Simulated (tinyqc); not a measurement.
Gas flow in a process chamber: flow regimes, conductance, effective pumping speed, pump-down, outgassing and purge: one step, computed by the program tinyqc.

Ideal gas, isothermal flow, a pump of constant speed at the end of a round pipe; process gas, volume gas and outgassing are given the same properties. 1 sccm = 101325 Pa x 1e-6 m^3/60 s x T/273.15 K.

Question. Purging a well-mixed chamber. With steady flow a contaminant decays as exp(-t/residence time); gas used = flow x time.

Inputs (values chosen for the exercise, modelled on oxygen near room temperature): temperature T = 350 K; process gas flow = 5.5 sccm.

residence time = 0.2804208 s

Give: time to dilute 1e3 times; time to dilute 1e6 times; gas used for 1e6.

Answer.

time to dilute 1e3 times = 1.937 s

time to dilute 1e6 times = 3.874 s

gas used for 1e6 = 0.3551 standard cm^3
